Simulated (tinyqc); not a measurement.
# Worked calculation: capacitance measurement on a leaky thin oxide: effects of series resistance and leakage

Program tinyqc, `OMP_NUM_THREADS=1 python tinyqc.py 2022154 2022155 out.jsonl`; Intel Xeon 2.30GHz, shared host, one thread, about 0.01 s. Printed values are rounded.

The device is a capacitance C in parallel with a leakage conductance G, in series with Rs and Ls. An impedance meter reports either a parallel pair (Cp, Gp) from Y = 1/Z = Gp + i w Cp or a series pair (Cs, Rm) from Z = Rm + 1/(i w Cs); w = 2 pi f, dissipation D = Gp/(w |Cp|).

Inputs (values chosen for the exercise); values of the order met in thin-oxide MOS capacitors:

| symbol | value | unit | meaning |
|---|---|---|---|
| eox | 3.9 |  | relative permittivity of the gate insulator (close to silicon dioxide) |
| tox | 2.8 | nm | insulator thickness |
| A | 2500 | um^2 | gate area |
| zc | 0.31 | nm | oxide-equivalent thickness added by the accumulation layer |
| zp | 0.21 | nm | oxide-equivalent thickness added by gate depletion |
| Jg | 0.0085 | A/cm^2 | gate leakage current density, not matched to the thickness |
| Vs | 0.45 | V | voltage for an e-fold rise of the leakage |
| Rs | 67 | ohm | series resistance |
| Ls | 14 | nH | series inductance |
| f | 1e5 | Hz | measuring frequency |

Constants: eps0 = 8.8541878128e-14 F/cm where lengths are in cm. Results are converted to the units shown.

## True capacitance and conductance

EOT = 3.9 tox/eox; CET = EOT + zc + zp; C = 3.9 eps0 A/CET; G = Jg A/Vs.

EOT = 2.8 nm
CET = 3.32 nm
C = 26.0025 pF
G = 0.472222 uS

## What the meter reports

Z = Rs + i w Ls + 1/(G + i w C).

Z = (0.18346-6.11564i) x 1e4 ohm
Cp = 26.0008 pF
Gp = 0.490090 uS
Cs = 26.0242 pF
D = 0.0299991

Cp is within 0.01 % of C and Cs is 0.084 % above it; G Rs = 3.16e-5, w C Rs = 0.00109 and G/(w C) = 0.0289.
